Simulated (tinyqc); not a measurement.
## Length offset and series resistance from crossing lines

Inverse problem. R_total = Rs + k (L - dL)/Vo with constant Rs, dL and k. Find k, dL and Rs.

R_total at (L, Vo) = (60, 0.37), (180, 0.37), (60, 0.86) and (180, 0.86), L in nm and Vo in V (ohm um): [541.62162, 1190.2703, 392.55814, 671.62791]

Solution. At each overdrive R is a straight line in L with slope k/Vo; the two lines cross at L = dL, R = Rs.

k = 2.00 ohm um V/nm
dL = 11.6 nm
Rs = 280 ohm um

Numbers from tinyqc (`OMP_NUM_THREADS=1 python tinyqc.py 2282216 2282217 out.jsonl`; about 0.04 s on one thread of a shared Intel Xeon 2.30GHz).
